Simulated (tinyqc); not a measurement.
Strain-driven roughening and islands of a mismatched epitaxial film: one step, computed by the program tinyqc.

Film and substrate share isotropic elastic constants; the film is coherent and biaxially strained.

Task: Which shape at the volume V. Shallow faceted island (Tersoff form): E = 4 Gam V^(2/3) tan^(1/3)(theta) - 6 c V tan(theta), Gam = gamma [x/sin(theta) - 1/tan(theta)], x the facet energy over gamma, c = stress^2 (1 - nu)/(2 pi G). The two energies cross at V_x^(1/3) = 4 [Gam_2 t2^(1/3) - Gam_1 t1^(1/3)]/(6 c (t2 - t1)), t = tan(theta); mu = dE/dV.

Inputs (values chosen for the exercise, for a model film):

| quantity | value | unit |
|---|---|---|
| shear modulus G | 50.3 | GPa |
| Poisson ratio nu | 0.3 | - |
| surface energy gamma | 0.604 | J/m^2 |
| contact angle of the shallow shape theta_1 | 8.68 | degrees |
| contact angle of the steep shape theta_2 | 23 | degrees |
| facet energy of shape 1 over gamma | 0.9986 | - |
| facet energy of shape 2 over gamma | 1.003 | - |
| island volume V | 420 | nm^3 |

stress = 7.099486 GPa

Gam of shape 2 = 0.1275226 J/m^2

Gam of shape 1 = 0.04023594 J/m^2

c = 0.1116359 GPa

Constants: e = 1.602176634e-19 C.

Give: E of shape 1; E of shape 2; crossing volume V_x; jump of mu at V_x, shape 2 less shape 1.

Result:

E of shape 1 = -237.9 eV

E of shape 2 = -611.1 eV

crossing volume V_x = 4.356 nm^3

jump of mu at V_x, shape 2 less shape 1 = -60.69 MJ/m^3

At V the steep shape is lower. At V_x the chemical potential drops, so islands that have turned steep grow at the cost of the shallow ones. Caution: a critical volume below 1 nm^3 holds fewer than a hundred atoms, so a continuum barrier there has no physical meaning. Caution: a crossing volume under 5 nm^3 is too small for these continuum energies.
